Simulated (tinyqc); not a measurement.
# Carrier lifetime of an n-type layer with SRH, radiative, Auger and surface recombination: what changes with what

Uniform excess density dn = dp (no trapping), n = n0 + dn, p = p0 + dn, Boltzmann statistics, full ionisation. Surfaces enter as a rate 2 S dn/d, which holds while diffusion to them is fast.

Inputs (values chosen for the exercise); band and dielectric values close to those of germanium: temperature T = 300 K; band gap Eg = 0.672 eV; conduction-band density of states at T Nc = 1.03e19 cm^-3; valence-band density of states at T Nv = 5.93e18 cm^-3; radiative coefficient B = 6.34e-14 cm^3/s; donor density N = 5.4e14 cm^-3; Auger coefficient (two electrons) Cn = 7.7e-31 cm^6/s; Auger coefficient (two holes) Cp = 5.6e-31 cm^6/s; trap density Nt = 2e11 cm^-3; capture cross-section for electrons sn = 8e-15 cm^2; capture cross-section for holes sp = 8e-17 cm^2; thermal velocity (both carriers) vth = 1.2e7 cm/s; trap level below the conduction band Et = 0.59 eV; surface recombination velocity (both faces) S = 0 cm/s; sample thickness d = 100 um.

Constants: q = 1.602176634e-19 C, kB = 1.380649e-23 J/K, Vt = kB T/q. Results are converted to the units shown.

Each table varies one quantity; the others keep the values above.

## Lifetime against injection

ni = sqrt(Nc Nv) exp(-Eg/(2 Vt)), Eg in volts; majority density N/2 + sqrt(N^2/4 + ni^2), n0 p0 = ni^2; n1 = Nc exp(-Et/Vt), p1 = Nv exp((Et - Eg)/Vt); tn0 = 1/(sn vth Nt), tp0 = 1/(sp vth Nt). With e = n p - ni^2 = dn (n0 + p0 + dn): U_SRH = e/(tp0 (n + n1) + tn0 (p + p1)), U_rad = B e, U_Aug = (Cn n + Cp p) e, U_s = 2 S dn/d. Each tau is dn over its rate; tau = dn/U with U the sum.

Lifetime against injection:
```
dn (cm^-3)	tau_SRH (s)	tau_rad (s)	tau_Aug (s)	tau (s)	radiative share (%)	largest path
1e11	0.029125	0.029141	4.4337	0.014519	49.823	SRH
1e12	0.029086	0.029093	4.4136	0.014497	49.830	SRH
1e13	0.028697	0.028618	4.2207	0.014280	49.900	radiative
1e14	0.025407	0.024600	2.8380	0.012444	50.584	radiative
1e15	0.013642	0.010234	0.37151	0.0057569	56.250	radiative
1e16	0.0064858	0.0014963	0.0069162	0.0010340	69.106	radiative
1e17	0.0053889	1.5688e-4	7.4550e-5	5.0066e-5	31.913	Auger
1e18	0.0052733	1.5764e-5	7.5124e-7	7.1697e-7	4.5480	Auger
1e19	0.0052617	1.5772e-6	7.5182e-9	7.4825e-9	0.47441	Auger
```

What does the table show?

SRH recombination leads at dn = 1e11, radiative from 1e13, Auger from 1e17 on. The total lifetime falls from 0.0145 to 7.48e-9 s. tau_SRH goes from 0.0291 s (low-injection limit 0.0291 s) to 0.00526 s (high-injection limit tn0 + tp0 = 0.00526 s). Between the last two rows tau_rad goes as dn^(-1.00) and tau_Aug as dn^(-2.00); the radiative share goes from 49.8 through a maximum of 69.1 (at dn = 1e16 among the rows listed) to 0.474 %. For dn = 1e19 the carriers are degenerate, where B and the Auger coefficients no longer stay constant.

## Effect of the capture cross-section for electrons at dn = 7e14 cm^-3

Same model as above.

Here dn = 7e14 cm^-3.

The same in every row: tau_rad (s) = 0.01271; tau_Aug (s) = 0.5979.

Effect of the capture cross-section for electrons at dn = 7e14 cm^-3:
```
sn (cm^2)	tau_SRH (s)	tau (s)	radiative share (%)	largest path
8e-20	1046	0.01244	97.92	radiative
8e-19	104.6	0.01244	97.91	radiative
8e-18	10.47	0.01243	97.80	radiative
8e-17	1.051	0.01230	96.77	radiative
8e-16	0.1098	0.01118	87.95	radiative
8e-15	0.01567	0.006935	54.57	radiative
8e-14	0.006252	0.004161	32.75	SRH
```

Radiative recombination leads at sn = 8e-20, SRH from 8e-14 on. tau_SRH falls from 1050 to 0.00625 s and the total lifetime falls from 0.0124 to 0.00416 s.

Computed by the program tinyqc: `OMP_NUM_THREADS=1 python tinyqc.py 2300005 2300006 out.jsonl`, one thread of a shared Intel Xeon 2.30GHz, about 0.01 s for the whole run.
